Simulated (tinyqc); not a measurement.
Band bending at a free surface with a continuum of surface states, surface photovoltage and Kelvin probe: one step of the calculation.

n-type bulk, xi = Ec - EF = Vt ln(Nc/Nd), p0 = ni^2/Nd, ni = sqrt(Nc Nv) exp(-Eg/(2 Vt)), Eg in volts. b is the upward band bending, u = b/Vt. Space charge per area, in units of q: Qc = sign(b) sqrt((2 eps0 eps_r Vt/q) [(Nd + dn)(exp(-u) - 1) + Nd u + (p0 + dn)(exp(u) - 1)]), with dn the excess density under light (flat quasi-Fermi levels; 0 in the dark). The states hold -Ds (E0 - xi - b): negative while the Fermi level lies above the neutrality level. Neutrality: Qc + Qf + (charge of the states) = 0.

Question. Band bending in the dark. Newton step: b(new) = b - (Qc + Qf - Ds (E0 - xi - b))/(dQc/db + Ds), dQc/db = (eps0 eps_r/q) [Nd (1 - exp(-u)) + p0 exp(u)]/Qc.

Parameters, values chosen for the exercise; band and dielectric values close to those of 4H silicon carbide:
```
symbol    value         unit                                                    meaning
T           300            K                                                temperature
Eg         3.27           eV                                                   band gap
eps_r      9.84                                                   relative permittivity
Nc      1.69e19        cm^-3                     conduction-band density of states at T
Nv      2.48e19        cm^-3                        valence-band density of states at T
Nd         2e17        cm^-3                                              donor density
Qf            0        cm^-2                       fixed positive charge at the surface
Ds       1.5e13  cm^-2 eV^-1                                  density of surface states
E0         0.76           eV  depth of their neutrality level below the conduction edge
```

Constants: q = 1.602176634e-19 C, kB = 1.380649e-23 J/K, Vt = kB T/q, eps0 = 8.8541878128e-14 F/cm where lengths are in cm. Results are converted to the units shown.

b after iteration 1 = 0.57251181 V

Give: b after iteration 2.

Answer.

b after iteration 2 = 0.57260 V

Numbers from tinyqc (`OMP_NUM_THREADS=1 python tinyqc.py 2430022 2430023 out.jsonl`; about 0.01 s on one thread of a shared Intel Xeon 2.30GHz).
